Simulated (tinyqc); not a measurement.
Worked calculation: non-radiative capture by multiphonon emission, one effective mode. Computed by tinyqc, a small Python program that keeps every step. Command: `OMP_NUM_THREADS=1 python tinyqc.py 3015645 3015646 out.jsonl capture walk`. One thread of a shared host (Intel(R) Xeon(R) Processor @ 2.30GHz), about 0.01 s of CPU time with the checks. Intermediate numbers are printed to about 5 digits and carried at full precision; extremes and crossings named in words are read from the listed rows.

The initial state (free carrier plus empty centre) lies dE above the final state; both have the same frequency and are displaced by dQ.

Inputs (values chosen for the exercise, for a model semiconductor): energy released dE = 0.565 eV; phonon energy hbar omega = 26.5 meV; Huang-Rhys factor S = 13.3; electron-phonon coupling W = 0.016 eV/(u^(1/2) angstrom); cell volume V = 2210 angstrom^3; degeneracy g = 2; broadening b = 21 meV; carrier mass m = 0.47 m_0; dielectric constant eps = 14.3; temperature T = 400 K; defect density N_t = 2e+14 cm^-3.

Centre: attractive.

Constants: hbar^2/u = 4.18015928e-03 eV angstrom^2; k_B = 8.617333262e-05 eV/K; hbar = 6.582119569e-16 eV s; Ry = 13.605693123 eV; k_B = 1.380649e-23 J/K; m_0 = 9.1093837015e-31 kg.

## Geometry of the two curves

dQ = sqrt(2 S (hbar^2/u)/hbar omega); relaxation energy lambda = S hbar omega; phonons needed P = dE/hbar omega; classical barrier E_b = (dE - lambda)^2/(4 lambda); occupation n = 1/(exp(hbar omega/k_B T) - 1).

dQ = 2.0484 u^(1/2) angstrom

lambda = 0.35245 eV

P = 21.321

classical barrier E_b = 0.032045 eV

occupation n = 0.86417

dE exceeds lambda: the inverted case usual for deep centres, in which the curves cross on the far side of the initial minimum.

## Phonon weights near resonance

Huang-Rhys weight for a net emission of p phonons: L_p = exp(-S (2n + 1)) ((n + 1)/n)^(p/2) I_p(2 S sqrt(n (n + 1))), I_p the modified Bessel function. M_p = sum_m w_m <m_i|Q|(m + p)_f>^2 with Q counted from the final minimum and Boltzmann weights w_m for m = 0..24; <m_i|Q|k_f> = sqrt((hbar^2/u)/(2 hbar omega)) [sqrt(k) <m|k-1> + sqrt(k+1) <m|k+1>], with overlaps of oscillators displaced by d = sqrt(2 S) summed on 1500 points from -16 to 16 + d. The delta function is a Gaussian of standard deviation b at dE - p hbar omega.

Weights:
```
p        L_p  M_p (u angstrom^2)  Gaussian (1/eV)
18  0.047910             0.27834       2.9212e-03
19  0.041417             0.25624       2.6081e-01
20  0.034885             0.22940       4.7370e+00
21  0.028639             0.19981       1.7503e+01
22  0.022925             0.16940       1.3157e+01
23  0.017899             0.13986       2.0120e+00
24  0.013635             0.11250       6.2592e-02
```

## Capture coefficient before scaling

C_0 = V (2 pi/hbar) g W^2 sum_p M_p Gaussian_p. The sum runs over the seven p from round(P) - 3 to round(P) + 3; 1 angstrom^3 = 1e-24 cm^3.

sum_p M_p Gaussian_p = 7.1689 u angstrom^2/eV

C_0 = 7.7433e-08 cm^3/s

## Scaled coefficient, cross-section and lifetime

Sommerfeld factor of an attractive centre: s(k) = 2 pi nu/(1 - exp(-2 pi nu)), nu = sqrt(Ry*/E), Ry* = Ry m/eps^2, averaged over (2/sqrt(pi)) sqrt(x) exp(-x) dx with x = E/k_B T = t^2 (trapezoid, t to 6 in steps of 0.01). C = s C_0; v = sqrt(3 k_B T/m); sigma = C/v; tau = 1/(C N_t).

Sommerfeld factor s = 6.7960

capture coefficient C = 5.2623e-07 cm^3/s

thermal velocity v = 1.9672e+07 cm/s

cross-section sigma = 2.6751e-14 cm^2

capture time = 9.5015e-09 s

## Quantum against classical capture

C_0 = V (2 pi/hbar) g W^2 sum_p M_p Gaussian_p. Here the sum runs over all p. Classical (Marcus) form: replace the sum by Q_c^2 exp(-E_b/k_B T)/sqrt(4 pi lambda k_B T), Q_c = dQ (dE + lambda)/(2 lambda). The last column is -k_B d ln C_0/d(1/T) from this row and the one above.

Against temperature:
```
T (K)  C_0, quantum (cm^3/s)  C_0, classical (cm^3/s)  Sommerfeld factor  activation energy (eV)
25                3.3831e-08               2.7249e-13             27.011                       -
46                3.3936e-08               1.7869e-10             19.913              1.4588e-05
77                3.5401e-08               3.5786e-09             15.392              4.1606e-04
120               4.0653e-08               1.6179e-08             12.333              2.5615e-03
180               5.0717e-08               3.7112e-08             10.077              6.8620e-03
280               6.5953e-08               6.2231e-08              8.096              1.1409e-02
430               7.9305e-08               7.9810e-08              6.561              1.2752e-02
680               8.5999e-08               8.7220e-08              5.266              8.1668e-03
```

At 25.0 K the quantum value is 120000 times the classical one: C_0 comes from tunnelling out of the lowest level and hardly depends on T. At 680 K the ratio is 0.99. The largest apparent activation energy is 0.013 eV against the classical barrier of 0.032 eV, so an Arrhenius fit understates the barrier, through tunnelling and the broadening b at low T and the T^(-1/2) prefactor at high T. The measured coefficient is C = s C_0, and s changes by a factor 0.19 over these rows, so C changes by 0.50 where C_0 changes by 2.5.

Checks made by the program: Bessel formula against the sum over overlaps (relative difference 1e-09).
